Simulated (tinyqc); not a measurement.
Wannier function of the lower band of a two-orbital chain: sweeps and comparisons. A value that a table varies takes the place of the one given here.

H(k) = [[-d/2 - 2 ta cos k, -t1 - t2 exp(-ik)], [-t1 - t2 exp(ik), d/2 - 2 tb cos k]], k in 1/a, Bloch sums with exp(ikR) and without the positions inside the cell. Mesh k_j = 2 pi j/N. Projection gauge: each lower eigenvector u is multiplied by the phase that makes <trial|u> real and positive (the one-band case of Loewdin orthogonalisation). Wannier amplitudes w(R) = (1/N) sum_k exp(ikR) u(k); hoppings H(R) = (1/N) sum_k exp(-ikR) E(k).

Values chosen for the exercise:
- d = -0.53 eV (A at -d/2, B at +d/2)
- t1 = 1.71 eV (A-B in the cell)
- t2 = 1.63 eV (B to A of the next cell)
- ta = 0.15 eV (A-A between cells)
- tb = 0.07 eV (B-B between cells)
- xb = 0.37 a (position of B (A at 0))
- th = 60 degrees (trial orbital cos(th) A + sin(th) B in cell 0)

## Convergence with the mesh

Centre and Omega_I from overlaps M_j = u_j^+ diag(1, exp(-i b xb)) u_(j+1), b = 2 pi/N: centre -(1/2 pi) sum arg M, Omega_I = (1/(N b^2)) sum (1 - |M|^2). Largest error of the Fourier interpolation on 41 points from 0 to pi.

Mesh:
```
N,centre (a),Omega_I (a^2),H(1) (eV),largest error (meV)
3,0.30566,0.07382,-0.65869,796.188
4,0.36538,0.08696,-0.85774,268.422
6,0.37389,0.12229,-0.80891,139.956
8,0.37788,0.15162,-0.79727,81.409
12,0.38147,0.19583,-0.79174,30.856
16,0.38300,0.22540,-0.79068,13.582
24,0.38422,0.25783,-0.79034,3.766
```

The interpolation error falls exponentially, from 268.4 meV at N = 4 to 30.856 at N = 12, because the hoppings decay exponentially for an isolated band (smallest gap 0.71 eV). Omega_I carries a finite-difference error and converges as a power: against the value 0.29354 on 400 points it is off by -0.09771 at N = 12 and -0.03571 at N = 24, an exponent of 1.45; the limit 2 is not yet reached on these meshes.

## Choice of the trial orbital

N = 16. Centre, Omega_I and Omega_D from overlaps (b = 2 pi/N, M_j = u_j^+ diag(1, exp(-i b xb)) u_(j+1); Omega_D = (1/(N b^2)) sum (arg M_j + b centre)^2).

Trial angle:
```
th (deg),smallest projection,centre (a),Omega_I (a^2),Omega_D (a^2)
0,0.114,0.3830,0.22540,1.29433
15,0.367,0.3830,0.22540,0.64125
30,0.595,0.3830,0.22540,0.31151
45,0.783,0.3830,0.22540,0.13983
60,0.857,0.3830,0.22540,0.04837
75,0.843,0.3830,0.22540,0.00590
90,0.726,0.3830,0.22540,0.00532
```

Omega_I is the same for all. Omega_D is smallest at 90 degrees (0.00532) and largest at 0 (1.29433). The centre does not move.

## What each parameter does

N = 24: centre (folded into [0, 1)) and Omega_I from overlaps M_j = u_j^+ diag(1, exp(-i b xb)) u_(j+1), b = 2 pi/N: centre = -(1/2 pi) Im ln prod M_j, Omega_I = mean(1 - |M_j|^2)/b^2; and the first two hoppings H(R). Each row changes one parameter from the base and keeps the others.

Results:
```
case,centre (a),Omega_I (a^2),H(1) (eV),H(2) (eV)
base,0.3842,0.2578,-0.7903,0.1228
d = -0.23 eV,0.3632,0.3569,-0.8065,0.1329
t1 = 1.86 eV,0.3284,0.2265,-0.8146,0.1249
t2 = 1.53 eV,0.3445,0.2271,-0.7637,0.1156
ta = 0.25 eV,0.3912,0.2176,-0.8258,0.1137
xb = 0.42 a,0.4149,0.2581,-0.7903,0.1228
th = 70 degrees,0.3842,0.2578,-0.7903,0.1228
```

The largest shifts from the base row, up to three for each result and ties (the steps differ in size, so this ranks the rows, not the parameters). centre (a): t1 -0.0558, t2 -0.0398, xb +0.0306; unchanged at the printed digits by th. Omega_I (a^2): d +0.0991, ta -0.0402, t1 -0.0313; unchanged at the printed digits by th. H(1) (eV): ta -0.0355, t2 +0.0267, t1 -0.0242; unchanged at the printed digits by xb and th. H(2) (eV): d +0.0101, ta -0.0091, t2 -0.0072; unchanged at the printed digits by xb and th. The trial angle is a choice of gauge and moves none of these; xb enters the position operator alone, so it leaves the hoppings.

Computed by tinyqc, a small Python program: `OMP_NUM_THREADS=1 python tinyqc.py 1481443 1481444 out.jsonl` (the numbers bound the seed that draws the inputs); one thread of a shared host (Intel(R) Xeon(R) Processor @ 2.30GHz), about 0.1 s for the whole set of steps.
